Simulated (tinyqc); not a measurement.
Reverse leakage of an n+-p junction: diffusion, generation, trap-assisted and band-to-band tunnelling: one step of the calculation.

One-sided abrupt junction in the depletion approximation, x from the junction (0) to W on the p side, field F = F0 (1 - x/W). Flat quasi-Fermi levels, long p side. Traps generate through SRH with both lifetimes shortened by 1 + Gamma (Hurkx enhancement, form for moderate fields); band-to-band generation is local and needs a total bending above Eg.

Question. Generation rates across the layer. u = (Vbi + VR)(1 - x/W)^2, p = Na exp(-u/Vt), n = Nd exp((u - Vbi - VR)/Vt); G0 = ni^2 (1 - exp(-VR/Vt))/(tau (n + p + 2 ni cosh(Et/Vt))); Gamma = 2 sqrt(3 pi)(F/FG) exp((F/FG)^2); trap-assisted part G0 Gamma; G_bb = Ab F^2.5 exp(-Bb/F) with F in V/cm, zero unless Vbi + VR > Eg. 12 equal steps.

Values chosen for this exercise; band and dielectric values close to those of silicon:
```
symbol   value                 unit                                      meaning
T          400                    K                                  temperature
Eg        1.12                   eV                                     band gap
Na      1.2e16                cm^-3         acceptor density of the lighter side
Nd        1e19                cm^-3            donor density of the heavier side
tau       4e-9                    s  SRH lifetime of both carriers at zero field
Et           0                   eV         trap level above the intrinsic level
Ab      4.2e14  cm^-0.5 V^-2.5 s^-1                       band-to-band prefactor
Bb      1.94e7                 V/cm                  band-to-band field constant
VR         2.2                    V                                 reverse bias
```

Constants: q = 1.602176634e-19 C, kB = 1.380649e-23 J/K, Vt = kB T/q. Results are converted to the units shown.

ni = 3.6758900e12 cm^-3
Vbi = 0.78959477 V
W = 567.60033 nm
F0 = 105.34155 kV/cm
FG = 579.11545 kV/cm

Find: x; F; Gamma; G0; G0 Gamma; G_bb.

Answer.

```
point  x (nm)  F (kV/cm)    Gamma  G0 (cm^-3 s^-1)  G0 Gamma (cm^-3 s^-1)  G_bb (1e-53 cm^-3 s^-1)
0         0.0      105.3    1.154         3.378e14               3.900e14                    1.581
1        47.3       96.6    1.053         1.989e20               2.094e20                    0.000
2        94.6       87.8   0.9524         4.595e20               4.376e20                    0.000
3       141.9       79.0   0.8534         4.595e20               3.921e20                    0.000
4       189.2       70.2   0.7556         4.595e20               3.472e20                    0.000
5       236.5       61.4   0.6589         4.595e20               3.027e20                    0.000
6       283.8       52.7   0.5631         4.595e20               2.587e20                    0.000
7       331.1       43.9   0.4680         4.593e20               2.150e20                    0.000
8       378.4       35.1   0.3737         4.152e20               1.552e20                    0.000
9       425.7       26.3   0.2798         5.589e19               1.564e19                    0.000
10      473.0       17.6   0.1863         3.111e18               5.796e17                    0.000
11      520.3        8.8  0.09309         5.135e17               4.781e16                    0.000
12      567.6        0.0        0         2.813e17                      0                    0.000
```

Computed by the program tinyqc: `OMP_NUM_THREADS=1 python tinyqc.py 2290066 2290067 out.jsonl`, one thread of a shared Intel Xeon 2.30GHz, about 0.01 s for the whole run.
